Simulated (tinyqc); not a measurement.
Worked calculation: nanosheet or nanowire with hard walls, valleys of the Si type. Values are carried at full precision from step to step, so a last printed digit may differ when a step is redone from the rounded ones.

Six ellipsoidal valleys along the cube axes: inverse mass tensor w = 1/mt + (1/ml - 1/mt) a a^T with a the unit axis. Device axes: x along the channel, z = [001], y = z x x.

Constants: hbar^2/2m0 = 3.80998211 eV angstrom^2; hbar = 6.58211957e-16 eV s; e^2/h = 3.874045865e-05 S; kB = 8.617333262e-05 eV/K.

Inputs chosen for the exercise (near those of Si; shifted at random, so the results belong to these values and not to a real crystal): ml = 0.911 m0 (longitudinal mass); mt = 0.192 m0 (transverse mass); channel = 110 (transport direction x on a (001) wafer); W = 40 angstrom (width, along y); H = 38 angstrom (height, along z = [001]); dE = 0.088 eV (EF above the lowest subband edge); T = 350 K (temperature); g_all = 6 (number of valleys).

## Valley masses for a [110] channel

Rotate w into the device axes and group equal valleys (|w_yz| counts); order by w_zz, then w_yy. 1/m_x = w_xx - w_xc w_c^-1 w_cx with c the block (y, z).

Valleys:

| group | valleys g | w_yy | w_zz | \|w_yz\| | m_x (m0) |
|---|---|---|---|---|---|
| A | 2 | 5.2083 | 1.0977 | 0.0000 | 0.1920 |
| B | 4 | 3.1530 | 5.2083 | 0.0000 | 0.5515 |

The lightest transport mass, 0.192 m0, belongs to group A.

## One-dimensional subbands

Hard walls around a W x H rectangle. The block w_c of w in (y, z) confines; the transport mass follows from 1/m_x = w_xx - w_xc w_c^-1 w_cx. The cross-section problem c (w_yy ky^2 + 2 w_yz ky kz + w_zz kz^2), c = hbar^2/2m0, is solved in products sin(n pi y/W) sin(l pi z/H), n, l = 1 to 12; if w_yz = 0 the levels are c pi^2 (w_yy n^2/W^2 + w_zz l^2/H^2). The w_yz term couples (n, l) to (n', l') by -2 c w_yz D_nn'(W) D_ll'(H) with D_nm(L) = 4 n m/(L (n^2 - m^2)) for n + m odd and 0 otherwise.

The ten lowest levels of all groups together, numbered within each group.

Subbands:

| label | valleys g | m_x (m0) | E (eV) |
|---|---|---|---|
| A1 | 2 | 0.1920 | 0.1510 |
| B1 | 4 | 0.5515 | 0.2097 |
| A2 | 2 | 0.1920 | 0.2367 |
| A3 | 2 | 0.1920 | 0.3797 |
| B2 | 4 | 0.5515 | 0.4320 |
| A4 | 2 | 0.1920 | 0.5182 |
| A5 | 2 | 0.1920 | 0.5798 |
| A6 | 2 | 0.1920 | 0.6040 |
| B3 | 4 | 0.5515 | 0.6166 |
| A7 | 2 | 0.1920 | 0.7469 |

The lowest subband is A1; the number of further ones in the list within kB T = 30.2 meV of it at 350 K is 0.

## Modes, density and velocity at zero temperature

With EF = E_lowest + dE, each subband below EF has k_F = sqrt(m_x (EF - E)/c), carries n = 2 g k_F/pi electrons per length (spin included), moves at v = 2 c k_F/(hbar m_x) and adds 2 g e^2/h to the ballistic conductance; c = hbar^2/2m0, 1 angstrom/s = 1e-8 cm/s.

Occupied subbands:

| label | k_F (1/angstrom) | n (1/nm) | v (1e7 cm/s) |
|---|---|---|---|
| A1 | 0.0666 | 0.848 | 4.02 |
| B1 | 0.0651 | 1.657 | 1.37 |
| A2 | 0.0106 | 0.135 | 0.64 |

total n = 2.641 1/nm
ballistic conductance = 619.8 microsiemens

EF lies below the last listed level, so the count is complete for these valleys (other families, and non-parabolicity above about 0.2 eV, are left out): 3 subbands with 8 valley modes. The Fermi velocity, averaged with the densities as weights, is 2.18 x 1e7 cm/s; the mean over all filled states moving one way is half of it.

## Threshold shift from confinement

Without degeneracy the line density is N1 exp((EF - Ec)/kB T) with N1 = sum 2 g sqrt(m_x kB T/(4 pi c)) exp(-E/kB T), here over n, l up to 80 where w_yz = 0 and over all levels of a 12 x 12 sine basis otherwise; the classical value is W H Nc with Nc = 2 g_all (m_dos kB T/(4 pi c))^(3/2), m_dos = (ml mt^2)^(1/3); dVt = kB T ln(W H Nc/N1).

Form N1, W H Nc and dVt.

N1 = 0.004544 1/nm
W H Nc = 0.5285 1/nm
dVt = 143.5 mV

## Checks

- Lowest level of group A on a 40 x 40 difference grid against the sine basis, eV: both 0.151.

Computed by tinyqc, a small Python program: `OMP_NUM_THREADS=1 python tinyqc.py 1281941 1281942 out.jsonl` (the numbers bound the seed that draws the inputs); one thread of a shared host (Intel(R) Xeon(R) Processor @ 2.30GHz), about 0.03 s for the whole set of steps.
